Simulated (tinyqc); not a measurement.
# Changing the absorbed power P

Model: global model of a low-pressure process discharge: electron temperature, density, ion flux and ion energy. Computed by tinyqc, a small Python program. Command: `OMP_NUM_THREADS=1 python tinyqc.py 3113715 3113716 out.jsonl plasma sweep`. One thread of a shared host (Intel(R) Xeon(R) Processor @ 2.30GHz), about 0.01 s of CPU time with the checks.

Maxwellian electrons with temperature T_e in eV, one positive ion, no negative ions, uniform bulk density n; rate constants have the Arrhenius form.

Inputs (values chosen for the exercise, of the order of those of an inductive discharge in a simple atomic gas): ion mass M = 40 u; ionisation prefactor K0 = 3.9e-14 m^3/s; ionisation energy E_iz = 15.8 eV; excitation prefactor X0 = 7.8e-15 m^3/s; excitation energy E_ex = 9.8 eV; elastic rate constant K_el = 6.6e-14 m^3/s; ion-neutral cross section = 7.4e-19 m^2; pressure p = 2.2 Pa; gas temperature T_g = 500 K; radius R = 22 cm; height L = 9.9 cm; bias power P_b = 110 W; radius of the biased electrode = 5 cm; bias frequency = 60 MHz.

Constants: k_B = 1.380649e-23 J/K; e = 1.602176634e-19 C; u = 1.6605390666e-27 kg; m_0 = 9.1093837015e-31 kg; eps_0 = 8.8541878128e-12 F/m.

Method:
- n_g = p/(k_B T_g); lambda_i = 1/(n_g sigma); h_L = 0.86/sqrt(3 + L/(2 lambda_i)), h_R = 0.8/sqrt(4 + R/lambda_i); A_eff = 2 pi R^2 h_L + 2 pi R L h_R; d_eff = pi R^2 L/A_eff.
- Particle balance: K0 exp(-E_iz/T_e) n_g d_eff = u_B, u_B = sqrt(e T_e/M).
- Root found by bracketing.
- E_c = E_iz + (X0 exp(-E_ex/T_e) E_ex + K_el (3 m_0/M) T_e)/K_iz; wall potential V_s = (T_e/2) ln(M/(2 pi m_0)); E_T = E_c + 2 T_e + T_e/2 + V_s; n = P/(e u_B A_eff E_T); ion current density J = e h_L n u_B; ionised share n/n_g.
- All bias power goes to ions: V_b = P_b/(J pi r^2). Debye length at the sheath edge lambda_D = sqrt(eps_0 T_e/(e h_L n)); Child-law sheath s = (sqrt2/3) lambda_D (2 V/T_e)^(3/4), V = V_b + V_s; ion transit time tau_i = 3 s sqrt(M/(2 e V)); collisions in the sheath s/lambda_i.

One run for each value; columns: (1) absorbed power P (W); (2) plasma density n (1/cm^3); (3) bias voltage V_b (V); (4) sheath width s (mm); (5) transit time over bias period:
```
(1)          (2)     (3)     (4)     (5)
110   5.9513e+10  2776.7  15.880  24.650
210   1.1361e+11  1454.5   7.095  15.191
400   2.1641e+11   763.6   3.187   9.385
750   4.0577e+11   407.2   1.466   5.875
1400  7.5743e+11   218.2   0.683   3.699
2700  1.4608e+12   113.1   0.310   2.284
5000  2.7051e+12    61.1   0.152   1.465
```

What does the table show, and why?

Over the rows, plasma density n (1/cm^3) rises from 5.95e10 to 2.71e12 (exponent d ln y / d ln x about 1.0 throughout); bias voltage V_b (V) falls from 2780 to 61.1 (exponent d ln y / d ln x about -1.0 throughout); sheath width s (mm) falls from 15.9 to 0.152 (exponent d ln y / d ln x -1.2 between the first rows and -1.2 between the last). The exponent of plasma density n stays at 1: the power balance is linear in n. The exponent of bias voltage V_b stays at -1: more ions share the bias power.  Left out: 60.0 (the electrode is larger than the chamber or the bias is too high).
